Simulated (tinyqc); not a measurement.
Absorption edge of a degenerate semiconductor, band filling against gap narrowing: two steps of the calculation.

n-type, parabolic bands, full ionisation. eta = (EF - Ec)/kB T solves N = Nc F12(eta), F12(x) = (2/sqrt(pi)) int_0^infinity sqrt(u)/(1 + exp(u - x)) du. The gap shrinks rigidly by dEg = a3 y^(1/3) + a4 y^(1/4) + a2 y^(1/2), y = N/1e18 cm^-3, an empirical law that is here taken as the true narrowing.

Parameters, values chosen for the exercise; band and dielectric values close to those of indium arsenide: temperature T = 300 K; band gap Eg = 0.351 eV; conduction-band density of states at 300 K, from me Nc = 8.92e16 cm^-3; electron mass me = 0.0233 m0; hole mass mh = 0.415 m0; ionised donor density N = 7.1e16 cm^-3; coefficient of (N/1e18)^(1/3) a3 = 19.8 meV; coefficient of (N/1e18)^(1/4) a4 = 11.7 meV; coefficient of (N/1e18)^(1/2) a2 = 3.4 meV.

Constants: q = 1.602176634e-19 C, kB = 1.380649e-23 J/K, h = 6.62607015e-34 J s, c = 299792458 m/s, Vt = kB T/q. Results are converted to the units shown.

Problem 1. Fermi level. Newton step on ln F12(eta) = ln(N/Nc): eta(new) = eta - ln(Nc F12/N) F12/Fm, Fm(x) = dF12/dx = (1/sqrt(pi)) int_0^infinity u^(-1/2)/(1 + exp(u - x)) du.

eta at the start (Boltzmann value) = -0.2282

Wanted: F12; Fm; eta after iteration 1.

Solution 1.

F12 = 0.63676
Fm = 0.52141
eta after iteration 1 = 0.044327

Problem 2. The optical edge. Vertical transitions need an empty final state: the edge is taken where the state lies 4 kB T below EF, E_opt = Eg - dEg + (1 + me/mh) max(eta - 4, 0) kB T; wavelength h c/(q E_opt).

converged eta = 0.050151565

Give: dEg; EF - Ec; filling shift; E_opt; wavelength.

Solution 2.

dEg = 15.14 meV
EF - Ec = 1.297 meV
filling shift = 0 meV
E_opt = 0.3359 eV
wavelength = 3692 nm

The edge lies 15.1 meV below the undoped gap: narrowing outweighs filling.

Range of the model: Band tails, non-parabolic bands and incomplete ionisation are left out.

Computed by the program tinyqc: `OMP_NUM_THREADS=1 python tinyqc.py 2330029 2330030 out.jsonl`, one thread of a shared Intel Xeon 2.30GHz, about 0.01 s for the whole run.
